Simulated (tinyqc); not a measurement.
Worked calculation: Hubbard chain of 5 sites. Computed by tinyqc, a small Python program that keeps every step. Settings: hopping = 0.59, U = 1.6, mixing = 1, iteration cap = 61. Command: `OMP_NUM_THREADS=1 python tinyqc.py 28771 28772 out.jsonl` (the two numbers bound the seeds that draw the settings). One thread of a shared host (Intel(R) Xeon(R) Processor @ 2.60GHz), about 0.2 s of CPU time with the checks.

one-body matrix (hopping and site energies) (eV), order 1, 2, 3, 4, 5:
$$\begin{pmatrix}
0.00000 & -0.59000 & 0.00000 & 0.00000 & 0.00000 \\
-0.59000 & 0.00000 & -0.59000 & 0.00000 & 0.00000 \\
0.00000 & -0.59000 & 0.00000 & -0.59000 & 0.00000 \\
0.00000 & 0.00000 & -0.59000 & 0.00000 & -0.59000 \\
0.00000 & 0.00000 & 0.00000 & -0.59000 & 0.00000
\end{pmatrix}$$

U = 1.60000 eV

electrons, up and down: [3, 3]

n(up) at the start (a guess, not normalised): 1 0.90000, 2 0.30000, 3 0.90000, 4 0.30000, 5 0.90000

n(down) at the start (a guess): 1 0.30000, 2 0.90000, 3 0.30000, 4 0.90000, 5 0.30000

Each step fills the lowest levels of T + U n(other spin) and sets n(new) = n + mixing (n(out) - n); stop when output and input agree to 1e-8.

Course of the cycle:
```
iteration      E (eV)  largest |n(out) - n(in)|  mean |n_up - n_down|
1          -0.2066226                  2.25e-01               0.42249
2          -0.2676568                  1.23e-01               0.32594
3          -0.2895898                  7.07e-02               0.27168
4          -0.2993478                  5.63e-02               0.22949
5          -0.3044471                  3.93e-02               0.20070
6          -0.3073636                  3.35e-02               0.18048
7          -0.3092225                  2.65e-02               0.16505
8          -0.3104850                  2.30e-02               0.15364
9          -0.3114055                  2.11e-02               0.14119
10         -0.3121025                  1.75e-02               0.13165
11         -0.3126508                  1.72e-02               0.12141
...               ...                       ...                   ...
51         -0.3154775                  9.37e-04               0.00809
52         -0.3154788                  8.73e-04               0.00758
53         -0.3154800                  8.21e-04               0.00709
54         -0.3154811                  7.65e-04               0.00664
55         -0.3154820                  7.19e-04               0.00621
56         -0.3154829                  6.70e-04               0.00582
57         -0.3154836                  6.30e-04               0.00544
58         -0.3154842                  5.88e-04               0.00510
59         -0.3154847                  5.52e-04               0.00477
60         -0.3154852                  5.15e-04               0.00447
61         -0.3154856                  4.83e-04               0.00418
```

Can the last value be used, and what does the course show?

Not by the stop rule, although the second column moves by less than 1e-06 over the last three steps. Not converged within 61 iterations: the residual falls steadily but slowly, by a factor of about 0.94 a step. The lowest mean-field energy found from random starts is -0.36108 eV. Reruns (cap 100 unless said): mixing 0.2: not converged; mixing 0.5: not converged; mixing 0.9: not converged; the original settings with a cap of 400: converged in 143 (E = -0.36108).
